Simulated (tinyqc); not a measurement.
Adsorption as a lattice gas: isotherms with interactions, competition, desorption peaks and saturation dose: one step, computed by the program tinyqc.

One adsorbate per site; a molecule needs 2 empty sites. Gas and surface have the same temperature.

Question. Desorption peak without interaction. The peak obeys E/(k_B T_p^2) = (nu theta_0/beta) exp(-E/(k_B T_p)) if theta at the peak is theta_0/2. Redhead's shortcut, with the constant 3.46 (3.64 is also in use), reads E back as k_B T_p [ln(nu' T_p/beta) - 3.46], nu' = nu theta_0.

Inputs (values chosen for the exercise, for a model surface):
```
quantity                    value  unit
desorption energy E         0.949    eV
prefactor nu              3.7e+14   1/s
heating rate beta             2.7   K/s
initial coverage theta_0     0.14     -
```

Adsorption: dissociative (second order).

Constants: k_B = 8.617333262e-05 eV/K.

Give: peak temperature T_p; E by Redhead's shortcut.

Answer.

peak temperature T_p = 334.7 K

E by Redhead's shortcut = 0.9500 eV

The shortcut misses by +0.10 %, since 3.46 stands for ln(E/(k_B T_p)) = 3.49. A prefactor wrong by a factor 100 would shift E by 0.133 eV.
